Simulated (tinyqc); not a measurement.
UHF in the 6-31g basis, for H4, spin multiplicity 3, step by step (part 3 of 3). This run ends on a higher stationary point, not on the lowest solution. Computed by tinyqc, a small Python program that keeps every step (integrals from PySCF). Command: `OMP_NUM_THREADS=1 python tinyqc.py 28635 28636 out.jsonl` (the two numbers bound the seeds that draw the settings). One thread of a shared host (Intel(R) Xeon(R) Processor @ 2.60GHz), about 0.1 s of CPU time with the checks.

Geometry (angstrom):
```
atom       x       y       z
H     0.0000  0.0000  0.0000
H     0.0000  0.0000  1.4180
H     0.0000  0.0000  2.7960
H     0.0000  0.0000  4.2140
```

## Iteration 17 (converged): orbitals

converged F(alpha) (hartree):
```
         1H 1s    1H 2s    2H 1s    2H 2s    3H 1s    3H 2s    4H 1s    4H 2s
1H 1s  -0.1585  -0.5679  -0.1716  -0.2988   0.0146  -0.0253  -0.0033   0.0003
1H 2s  -0.5679  -0.3985  -0.2444  -0.2961  -0.0391  -0.0944   0.0003  -0.0094
2H 1s  -0.1716  -0.2444   0.1024  -0.4210  -0.2437  -0.3051   0.0146  -0.0391
2H 2s  -0.2988  -0.2961  -0.4210  -0.3647  -0.3051  -0.3086  -0.0253  -0.0944
3H 1s   0.0146  -0.0391  -0.2437  -0.3051   0.1024  -0.4210  -0.1716  -0.2444
3H 2s  -0.0253  -0.0944  -0.3051  -0.3086  -0.4210  -0.3647  -0.2988  -0.2961
4H 1s  -0.0033   0.0003   0.0146  -0.0253  -0.1716  -0.2988  -0.1585  -0.5679
4H 2s   0.0003  -0.0094  -0.0391  -0.0944  -0.2444  -0.2961  -0.5679  -0.3985
```

converged F(beta) (hartree):
```
         1H 1s    1H 2s    2H 1s    2H 2s    3H 1s    3H 2s    4H 1s    4H 2s
1H 1s   0.4734  -0.0882  -0.1288  -0.1356  -0.0267  -0.0558  -0.0056  -0.0133
1H 2s  -0.0882   0.0110  -0.1960  -0.1521  -0.0818  -0.1293  -0.0133  -0.0356
2H 1s  -0.1288  -0.1960   0.1821  -0.3526  -0.2389  -0.2978  -0.0267  -0.0818
2H 2s  -0.1356  -0.1521  -0.3526  -0.2695  -0.2978  -0.3006  -0.0558  -0.1293
3H 1s  -0.0267  -0.0818  -0.2389  -0.2978   0.1821  -0.3526  -0.1288  -0.1960
3H 2s  -0.0558  -0.1293  -0.2978  -0.3006  -0.3526  -0.2695  -0.1356  -0.1521
4H 1s  -0.0056  -0.0133  -0.0267  -0.0558  -0.1288  -0.1356   0.4734  -0.0882
4H 2s  -0.0133  -0.0356  -0.0818  -0.1293  -0.1960  -0.1521  -0.0882   0.0110
```

X:
```
         1H 1s    1H 2s    2H 1s    2H 2s    3H 1s    3H 2s    4H 1s    4H 2s
1H 1s   1.2552  -0.5043   0.0228   0.0340  -0.0060   0.0026   0.0000  -0.0004
1H 2s  -0.5043   1.5084   0.0605  -0.5843  -0.0090   0.2235  -0.0004  -0.0696
2H 1s   0.0228   0.0605   1.2758  -0.5820   0.0159   0.0734  -0.0060  -0.0090
2H 2s   0.0340  -0.5843  -0.5820   1.9267   0.0734  -0.7613   0.0026   0.2235
3H 1s  -0.0060  -0.0090   0.0159   0.0734   1.2758  -0.5820   0.0228   0.0605
3H 2s   0.0026   0.2235   0.0734  -0.7613  -0.5820   1.9267   0.0340  -0.5843
4H 1s   0.0000  -0.0004  -0.0060   0.0026   0.0228   0.0340   1.2552  -0.5043
4H 2s  -0.0004  -0.0696  -0.0090   0.2235   0.0605  -0.5843  -0.5043   1.5084
```

Diagonalise F' = X^T F X, C = X C', fill 3 alpha and 1 beta electrons from the bottom; D(s) = C_occ C_occ^T. Each column has its largest component positive (the first on a tie).

F' = X^T F X (alpha) (hartree):
```
         1        2        3        4        5        6        7        8
1   0.3471  -0.6951  -0.0183  -0.1025   0.0107   0.0494  -0.0057  -0.0113
2  -0.6951   0.1322  -0.0473  -0.1666   0.0303   0.0195  -0.0113  -0.0010
3  -0.0183  -0.0473   0.6076  -0.6411  -0.0841  -0.0998   0.0107   0.0303
4  -0.1025  -0.1666  -0.6411   0.3103  -0.0998  -0.2364   0.0494   0.0195
5   0.0107   0.0303  -0.0841  -0.0998   0.6076  -0.6411  -0.0183  -0.0473
6   0.0494   0.0195  -0.0998  -0.2364  -0.6411   0.3103  -0.1025  -0.1666
7  -0.0057  -0.0113   0.0107   0.0494  -0.0183  -0.1025   0.3471  -0.6951
8  -0.0113  -0.0010   0.0303   0.0195  -0.0473  -0.1666  -0.6951   0.1322
```

orbital energies (alpha) (hartree): MO1 -0.6071, MO2 -0.5429, MO3 -0.3515, MO4 0.1595, MO5 0.9348, MO6 0.9456, MO7 1.0829, MO8 1.1730

coefficients C (alpha):
```
          MO1      MO2      MO3      MO4      MO5      MO6      MO7      MO8
1H 1s  0.2199   0.2908   0.2201  -0.1039  -0.9015   0.8852  -0.1886  -0.0865
1H 2s  0.2693   0.4197   0.4768  -0.5463   1.0397  -0.8738   0.4066  -0.3809
2H 1s  0.1749   0.0781  -0.1907   0.2396   0.0814   0.2004   0.9262  -0.9701
2H 2s  0.2086   0.0889  -0.4101   1.1327  -0.5398   0.0250  -0.8136   1.6037
3H 1s  0.1749  -0.0781  -0.1907  -0.2396  -0.0814   0.2004   0.9262   0.9701
3H 2s  0.2086  -0.0889  -0.4101  -1.1327   0.5398   0.0250  -0.8136  -1.6037
4H 1s  0.2199  -0.2908   0.2201   0.1039   0.9015   0.8852  -0.1886   0.0865
4H 2s  0.2693  -0.4197   0.4768   0.5463  -1.0397  -0.8738   0.4066   0.3809
```

F' = X^T F X (beta) (hartree):
```
         1        2        3        4        5        6        7        8
1   0.8502  -0.4523  -0.0203  -0.0617  -0.0126   0.0205  -0.0015  -0.0093
2  -0.4523   0.3578  -0.0500  -0.1503   0.0035  -0.0117  -0.0093  -0.0029
3  -0.0203  -0.0500   0.6683  -0.6113  -0.0818  -0.0976  -0.0126   0.0035
4  -0.0617  -0.1503  -0.6113   0.3543  -0.0976  -0.2480   0.0205  -0.0117
5  -0.0126   0.0035  -0.0818  -0.0976   0.6683  -0.6113  -0.0203  -0.0500
6   0.0205  -0.0117  -0.0976  -0.2480  -0.6113   0.3543  -0.0617  -0.1503
7  -0.0015  -0.0093  -0.0126   0.0205  -0.0203  -0.0617   0.8502  -0.4523
8  -0.0093  -0.0029   0.0035  -0.0117  -0.0500  -0.1503  -0.4523   0.3578
```

orbital energies (beta) (hartree): MO1 -0.4532, MO2 -0.0309, MO3 0.1264, MO4 0.2834, MO5 1.0769, MO6 1.1101, MO7 1.1464, MO8 1.2022

coefficients C (beta):
```
          MO1      MO2      MO3      MO4      MO5      MO6      MO7      MO8
1H 1s  0.0499   0.1236   0.1440  -0.0798   0.5109  -0.9295  -0.7948  -0.1732
1H 2s  0.0418   0.3375   0.6968  -0.7718  -0.2725   0.9482   0.8169  -0.3035
2H 1s  0.2315   0.1470  -0.0790   0.1931   0.7998   0.1730   0.5154  -0.9605
2H 2s  0.3830   0.4132  -0.2944   1.1006  -0.5709  -0.6042  -0.5612   1.5515
3H 1s  0.2315  -0.1470  -0.0790  -0.1931   0.7998  -0.1730   0.5154   0.9605
3H 2s  0.3830  -0.4132  -0.2944  -1.1006  -0.5709   0.6042  -0.5612  -1.5515
4H 1s  0.0499  -0.1236   0.1440   0.0798   0.5109   0.9295  -0.7948   0.1732
4H 2s  0.0418  -0.3375   0.6968   0.7718  -0.2725  -0.9482   0.8169   0.3035
```

D(alpha) after iteration 17:
```
         1H 1s    1H 2s    2H 1s    2H 2s    3H 1s    3H 2s    4H 1s    4H 2s
1H 1s   0.1814   0.2862   0.0192  -0.0186  -0.0262  -0.0703   0.0122   0.0421
1H 2s   0.2862   0.4760  -0.0111  -0.1021  -0.0766  -0.1767   0.0421   0.1237
2H 1s   0.0192  -0.0111   0.0731   0.1216   0.0609   0.1078  -0.0262  -0.0766
2H 2s  -0.0186  -0.1021   0.1216   0.2196   0.1078   0.2038  -0.0703  -0.1767
3H 1s  -0.0262  -0.0766   0.0609   0.1078   0.0731   0.1216   0.0192  -0.0111
3H 2s  -0.0703  -0.1767   0.1078   0.2038   0.1216   0.2196  -0.0186  -0.1021
4H 1s   0.0122   0.0421  -0.0262  -0.0703   0.0192  -0.0186   0.1814   0.2862
4H 2s   0.0421   0.1237  -0.0766  -0.1767  -0.0111  -0.1021   0.2862   0.4760
```

D(beta) after iteration 17:
```
        1H 1s   1H 2s   2H 1s   2H 2s   3H 1s   3H 2s   4H 1s   4H 2s
1H 1s  0.0025  0.0021  0.0116  0.0191  0.0116  0.0191  0.0025  0.0021
1H 2s  0.0021  0.0017  0.0097  0.0160  0.0097  0.0160  0.0021  0.0017
2H 1s  0.0116  0.0097  0.0536  0.0887  0.0536  0.0887  0.0116  0.0097
2H 2s  0.0191  0.0160  0.0887  0.1467  0.0887  0.1467  0.0191  0.0160
3H 1s  0.0116  0.0097  0.0536  0.0887  0.0536  0.0887  0.0116  0.0097
3H 2s  0.0191  0.0160  0.0887  0.1467  0.0887  0.1467  0.0191  0.0160
4H 1s  0.0025  0.0021  0.0116  0.0191  0.0116  0.0191  0.0025  0.0021
4H 2s  0.0021  0.0017  0.0097  0.0160  0.0097  0.0160  0.0021  0.0017
```

## Convergence

Stop when the energy changes by less than 1e-10 hartree and every element of the error matrix X^T (F D S - S D F) X (for each spin) is below 3e-06.

Course of the cycle:
```
iteration  E (hartree)     change  largest element of the error matrix
1            -1.819710          -                             1.67e-01
2            -1.988775  -1.69e-01                             3.49e-02
3            -1.999658  -1.09e-02                             9.57e-03
4            -2.001935  -2.28e-03                             3.53e-03
5            -2.002549  -6.15e-04                             1.72e-03
6            -2.002719  -1.69e-04                             9.80e-04
7            -2.002765  -4.63e-05                             5.57e-04
8            -2.002778  -1.26e-05                             3.05e-04
9            -2.002781  -3.39e-06                             1.63e-04
10           -2.002782  -9.13e-07                             8.61e-05
11           -2.002782  -2.46e-07                             4.52e-05
12           -2.002782  -6.60e-08                             2.36e-05
13           -2.002782  -1.77e-08                             1.23e-05
14           -2.002782  -4.75e-09                             6.38e-06
15           -2.002782  -1.28e-09                             3.31e-06
16           -2.002782  -3.42e-10                             1.72e-06
17           -2.002782  -9.19e-11                             8.90e-07
```

PySCF UHF in the same basis, after a stability check = -2.008030 hartree

Converged in 17 iterations. But the solution lies 0.00525 hartree above the reference: it is another stationary point, not the lowest one. Reruns (cap 100 unless said): DIIS 8: converged in 9 to a higher stationary point; damping 0.5: converged in 39 to a higher stationary point; level shift 0.5: converged in 32 to a higher stationary point; atomic densities as start, DIIS 8: converged in 10 to a higher stationary point.

## Populations, bond orders and dipole

overlap S:
```
        1H 1s   1H 2s   2H 1s   2H 2s   3H 1s   3H 2s   4H 1s   4H 2s
1H 1s  1.0000  0.6583  0.0728  0.2564  0.0001  0.0171  0.0000  0.0002
1H 2s  0.6583  1.0000  0.2564  0.5604  0.0171  0.1053  0.0002  0.0060
2H 1s  0.0728  0.2564  1.0000  0.6583  0.0833  0.2702  0.0001  0.0171
2H 2s  0.2564  0.5604  0.6583  1.0000  0.2702  0.5788  0.0171  0.1053
3H 1s  0.0001  0.0171  0.0833  0.2702  1.0000  0.6583  0.0728  0.2564
3H 2s  0.0171  0.1053  0.2702  0.5788  0.6583  1.0000  0.2564  0.5604
4H 1s  0.0000  0.0002  0.0001  0.0171  0.0728  0.2564  1.0000  0.6583
4H 2s  0.0002  0.0060  0.0171  0.1053  0.2564  0.5604  0.6583  1.0000
```

Mulliken: Z minus the diagonal of D S on the atom; Loewdin: the same with S^(1/2) D S^(1/2); Mayer order: 2 sum_s sum (D(s) S)_ij (D(s) S)_ji over the two atoms.

Charges (e):
```
atom  Mulliken  Loewdin  Mulliken spin
1H      0.0232   0.0205         0.9241
2H     -0.0232  -0.0205         0.0759
3H     -0.0232  -0.0205         0.0759
4H      0.0232   0.0205         0.9241
```

Mayer bond orders:
```
pair   order
2-1   0.0446
3-1   0.0570
3-2   0.8754
4-1   0.0046
4-2   0.0570
4-3   0.0446
```

dipole moment about the origin, x y z (debye): 0.0000  0.0000  0.0000

<S^2> of the determinant (pure state: 2) = 2.0019
